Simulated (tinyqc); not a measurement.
## Quantum limit of the contact resistance of a three-dimensional channel: total resistance against length

Parabolic band with gv valleys, C = hbar^2/(2 m0), eta = (EF - Ec)/(kB T). Landauer picture: each mode conducts 2 q^2/h, and the contacts and the channel add incoherently in series, 1/Tt - 1 = 2 (1/tc - 1) + L/lam for the total transmission Tt.

n = N F12(eta), N = 2 gv (m kB T/(4 pi C))^1.5, F12(x) = (2/sqrt(pi)) int_0^infinity sqrt(u)/(1 + exp(u - x)) du; modes per area M = gv m kB T ln(1 + exp(eta))/(4 pi C); at zero temperature M0 = gv kF^2/(4 pi), kF = (3 pi^2 n/gv)^(1/3). kB T in eV. RQ = (h/2q^2)/M for the whole device, R = RQ/Tt; the part of one contact is Rc = RQ (1/tc - 1/2) and the channel adds RQ L/lam.

Values chosen for this exercise: temperature T = 300 K; mass m = 0.24 m0; valleys gv = 1; carrier density n = 4.2e20 cm^-3; transmission of each contact tc = 1; back-scattering length of the channel lam = 5.9 nm.

Constants: q = 1.602176634e-19 C, kB = 1.380649e-23 J/K, hbar = 1.054571817e-34 J s, h = 6.62607015e-34 J s, m0 = 9.1093837015e-31 kg, Vt = kB T/q, hbar^2/(2 m0) = 0.0380998212 eV nm^2. Results are converted to the units shown.

Total resistance against length:
```
L (nm)  R (ohm cm^2)  share of the contacts (%)
0.61       3.337e-10                      90.63
1.2        3.639e-10                      83.10
2.3        4.203e-10                      71.95
4.5        5.330e-10                      56.73
8.8        7.534e-10                      40.14
17          1.174e-9                      25.76
33          1.994e-9                      15.17
65          3.634e-9                      8.322
130         6.965e-9                      4.341
```

R is a straight line in L with intercept 2 Rc = 3.02e-10 ohm cm^2; the share of the contacts falls from 90.6 to 4.34 % and is one half at L = lam (2/tc - 1) = 5.90 nm. In every row EF lies more than 0.3 eV above Ec, where real bands are no longer parabolic.

Numbers from tinyqc (`OMP_NUM_THREADS=1 python tinyqc.py 2760148 2760149 out.jsonl`; about 0.02 s on one thread of a shared Intel Xeon 2.30GHz).
